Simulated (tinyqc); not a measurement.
Schottky emission and Poole-Frenkel conduction in an insulator, and how to tell them apart: one step of the calculation.

Schottky emission (electrode-limited): J = As T^2 exp[-(pb - b sqrt(F))/Vt], b = sqrt(q/(4 pi eps0 ei)). Poole-Frenkel emission (bulk-limited): J = s0 F exp[-(pt - 2 b sqrt(F))/Vt]. F in V/cm.

Question. Both currents at one field. Lowerings b sqrt(F) and 2 b sqrt(F); the image-force maximum lies at sqrt(q/(16 pi eps0 ei F)) from the electrode.

Values chosen for this exercise; dielectric values close to those of aluminium oxide: temperature T = 300 K; high-frequency relative permittivity ei = 3.26; trap depth pt = 0.72 eV; Poole-Frenkel prefactor s0 = 5.9 S/cm; electrode barrier pb = 1.31 eV; Richardson constant As = 31 A/(cm^2 K^2); field F = 1.1 MV/cm.

Constants: q = 1.602176634e-19 C, kB = 1.380649e-23 J/K, Vt = kB T/q, eps0 = 8.8541878128e-14 F/cm where lengths are in cm. Results are converted to the units shown.

Wanted: Schottky lowering; position of the barrier top; Poole-Frenkel lowering; J, Schottky; J, Poole-Frenkel.

Answer.

Schottky lowering = 220.43 meV
position of the barrier top = 1.0019 nm
Poole-Frenkel lowering = 440.85 meV
J, Schottky = 1.3854e-12 A/cm^2
J, Poole-Frenkel = 132.67 A/cm^2

Injection and bulk transport act in series, so the smaller capacity limits the current: here the electrode, by a factor of 9.58e13.

tinyqc, about 0.01 s, one thread, Intel Xeon 2.30GHz (shared host): `OMP_NUM_THREADS=1 python tinyqc.py 2370108 2370109 out.jsonl`
